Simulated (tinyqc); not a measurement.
Inside a calculation. Model: competing polymorphs of an oxide film: bulk, surface, grain-boundary, dopant and field terms. Computed by tinyqc, a small Python program that keeps every step. Command: `OMP_NUM_THREADS=1 python tinyqc.py 3005599 3005600 out.jsonl polymorph walk`. One thread of a shared host (Intel(R) Xeon(R) Processor @ 2.30GHz), about 0.01 s of CPU time with the checks. Intermediate numbers are printed to about 6 digits and carried at full precision; extremes and crossings named in words are read from the listed rows.

Phases: monoclinic m (reference), polar orthorhombic o, tetragonal t. Free energies per formula unit (f.u.); 1 J/m^2 x angstrom^3/nm = 6.241509 meV.

Inputs (values chosen for the exercise, for a model oxide):
```
quantity                                    value               unit
energy of the polar phase o over m           68.3           meV/f.u.
energy of the tetragonal phase t over m       112           meV/f.u.
entropy of o over m                        0.0089       meV/(f.u. K)
entropy of t over m                         0.063       meV/(f.u. K)
surface energy of m                          3.48              J/m^2
surface energy of o                           2.8              J/m^2
surface energy of t                           2.7              J/m^2
grain-boundary energy over surface energy    0.79                  -
volume per formula unit Omega                33.7         angstrom^3
film thickness h                               11                 nm
grain radius R                                 21                 nm
temperature T                                1100                  K
dopant content x                              5.1                  %
shift of o per % of dopant                   -2.1           meV/f.u.
shift of t per % of dopant                    -15           meV/f.u.
polarisation of o                              44  microcoulomb/cm^2
field E                                         1              MV/cm
width sigma of ln R                          0.26                  -
interlayer thickness (SiO2)                   1.1                 nm
```

Geometry: columnar grains in a film.

permittivities of m, o, t: 20  30  35

## Bulk terms

Bulk term b = H - T S + (shift) x, zero for m. The undoped bulk turns from m to t at T = H_t/S_t.

b (meV/f.u.): m 0.0, o 47.8, t -33.8

bulk m-t temperature = 1777.78 K

## Free energies of the grain

Area per volume: A = 2/h + f_b/R (two free faces; the side wall 2/R is shared by two grains and carries f_b gamma); G = b + gamma Omega A.

area per volume A = 0.219437 1/nm

G less G(m) (meV/f.u.): m 0.0000, o 16.4138, t -69.8018

G(o) - G(m) = 16.4138 meV/f.u.

G(t) - G(o) = -86.2156 meV/f.u.

The lowest phase is t, by 69.8 meV/f.u. over m, as in the bulk terms. Caution: this is an equilibrium ranking; real films often keep the phase that nucleates first on cooling from t.

## Crossing points

With G = b + gamma Omega A (b the bulk free energy per formula unit, A the area per volume), two phases i, j cross at A_ij = (b_j - b_i)/(Omega (gamma_i - gamma_j)); o has a window only if A_mo < A_ot.

A_mo = 0.334195 1/nm

A_ot = -3.87945 1/nm

A_mt = -0.206017 1/nm

t is lowest at every size.

## Phase shares in a spread of grain sizes

Grain radii are log-normal by volume with median R and width sigma; the share with A above A* is that with radius below R*, R* = f_b/(A* - 2/h) (all grains if A* <= 2/h), share = (1/2) erfc[-ln(R*/R)/(sqrt 2 sigma)]. Effective permittivity of a layer of thickness h built of such grains, taken in parallel: sum of share x eps; EOT = interlayer + 3.9 h/eps.

volume shares: m 0, o 0, t 1

share of o = 0

effective permittivity = 35

equivalent oxide thickness = 2.32571 nm

One phase holds nearly all the volume.

## A field

The polar phase gains -P E Omega (1 microcoulomb/cm^2 x MV/cm x angstrom^3 = 0.006241509 meV); the dielectric term -(1/2) eps_0 (eps - 1) E^2 Omega is left out. Where t lies below o, o is reached at E_up = [G(o) - G(t)]/(P Omega), else 0.

gain P E Omega = 9.25491 meV/f.u.

G(t) - G(o) in the field = -76.9607 meV/f.u.

crossing field E_up = 9.31566 MV/cm

The field is too weak to reach o.

## Thickness series

Bulk term b = H - T S + (shift) x, zero for m. The median radius is held at R.

Against thickness:
```
h (nm)  A at R (1/nm)  share m  share o  share t  eps  EOT (nm)
3            0.704286        0        0        1   35   1.43429
4            0.537619        0        0        1   35   1.54571
6            0.370952        0        0        1   35   1.76857
8            0.287619        0        0        1   35   1.99143
11           0.219437        0        0        1   35   2.32571
15           0.170952        0        0        1   35   2.77143
22           0.128528        0        0        1   35   3.55143
35           0.094762        0        0        1   35   5.00000
```

From 3 to 35 nm the share of t stays at 1.00 and that of m by less than the digits shown, at 0.00; o stays under 2 %. A at the median radius runs from 0.704 down to 0.095 1/nm, against the crossings A_mo = 0.334, A_ot = -3.879 and A_mt = -0.206; the majority phase is t in the thinnest film and t in the thickest.

## Dopant series

The formulas are those given above.

Against dopant content:
```
x (%)  A_mo (1/nm)  A_ot (1/nm)   share m  share o  share t
0.0       0.409074     -0.75164  0.997647        0  0.00235
1.0       0.394392     -1.36494  0.000000        0  1.00000
2.0       0.379709     -1.97824  0.000000        0  1.00000
3.0       0.365027     -2.59153  0.000000        0  1.00000
4.0       0.350345     -3.20483  0.000000        0  1.00000
5.0       0.335663     -3.81812  0.000000        0  1.00000
6.5       0.313640     -4.73807  0.000000        0  1.00000
8.0       0.291616     -5.65801  0.000000        0  1.00000
10.0      0.262252     -6.88461  0.000000        0  1.00000
```

The dopant lowers t by 15 and o by 2.1 meV per %, so A_ot falls faster than A_mo. The share of o stays under 2 % at every content listed. t holds the majority from x = 1 % on.

Checks made by the program: equal free energies at A_mt (relative difference below 1e-10).
